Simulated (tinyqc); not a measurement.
# Capacitance measurement on a leaky thin oxide: effects of series resistance and leakage: readings against frequency

The device is a capacitance C in parallel with a leakage conductance G, in series with Rs and Ls. An impedance meter reports either a parallel pair (Cp, Gp) from Y = 1/Z = Gp + i w Cp or a series pair (Cs, Rm) from Z = Rm + 1/(i w Cs); w = 2 pi f, dissipation D = Gp/(w |Cp|).

EOT = 3.9 tox/eox; CET = EOT + zc + zp; C = 3.9 eps0 A/CET; G = Jg A/Vs. Z = Rs + i w Ls + 1/(G + i w C); CET read from Cp = 3.9 eps0 A/Cp; errors under 0.001 % are printed as 0.

Parameters, values chosen for the exercise; values of the order met in thin-oxide MOS capacitors:
```
symbol,value,unit,meaning
eox,3.9,,relative permittivity of the gate insulator (close to silicon dioxide)
tox,1.8,nm,insulator thickness
A,100,um^2,gate area
zc,0.31,nm,oxide-equivalent thickness added by the accumulation layer
zp,0,nm,oxide-equivalent thickness added by gate depletion
Jg,0.00013,A/cm^2,"gate leakage current density, not matched to the thickness"
Vs,0.32,V,voltage for an e-fold rise of the leakage
Rs,410,ohm,series resistance
Ls,31,nH,series inductance
```

Constants: eps0 = 8.8541878128e-14 F/cm where lengths are in cm. Results are converted to the units shown.

The same in every row: C (pF) = 1.637.

Result of one run:
```
f (Hz)	Cp (pF)	Cs (pF)	D	error of Cp (%)	error of Cs (%)	CET read from Cp (nm)
1e5	1.637	1.637	8.167e-4	0	0	2.110
```

What becomes of these results when the measuring frequency f is changed from 1e5 to 1e6 Hz, all else the same?

Result of the changed run:
```
f (Hz)	Cp (pF)	Cs (pF)	D	error of Cp (%)	error of Cs (%)	CET read from Cp (nm)
1e6	1.637	1.637	0.004255	-1.61e-3	0	2.110
```

The whole series:
```
f (Hz)	Cp (pF)	Cs (pF)	D	error of Cp (%)	error of Cs (%)	CET read from Cp (nm)
1000	1.637	1.639	0.03951	0	0.156	2.110
3000	1.637	1.637	0.01318	0	0.0173	2.110
10000	1.637	1.637	0.003993	0	1.56e-3	2.110
30000	1.637	1.637	0.001443	0	0	2.110
1e5	1.637	1.637	8.167e-4	0	0	2.110
3e5	1.637	1.637	0.001396	0	0	2.110
1e6	1.637	1.637	0.004255	-1.61e-3	0	2.110
3e6	1.636	1.637	0.01266	-0.0142	1.80e-3	2.110
1e7	1.634	1.637	0.04217	-0.158	0.0200	2.113
3e7	1.614	1.640	0.1267	-1.40	0.181	2.140
```

D goes from 0.0395 through a minimum of 8.17e-4 (at f = 1e5 Hz among the rows listed) to 0.127; without inductance its minimum lies at f = sqrt(G (1 + G Rs)/Rs)/(2 pi C) = 96800 Hz. The error of Cp goes from 0 to -1.40 % and that of Cs from 0.156 to 0.181 %; at low frequency Cp tends to C/(1 + G Rs)^2 and Cs grows as 1 + (G/(w C))^2. One of the two readings is within 2 % of C for f = 1000, 3000, 10000, 30000, 1e5, 3e5, 1e6, 3e6, 1e7, 3e7 Hz.

tinyqc, about 0.01 s, one thread, Intel Xeon 2.30GHz (shared host): `OMP_NUM_THREADS=1 python tinyqc.py 2022089 2022090 out.jsonl`
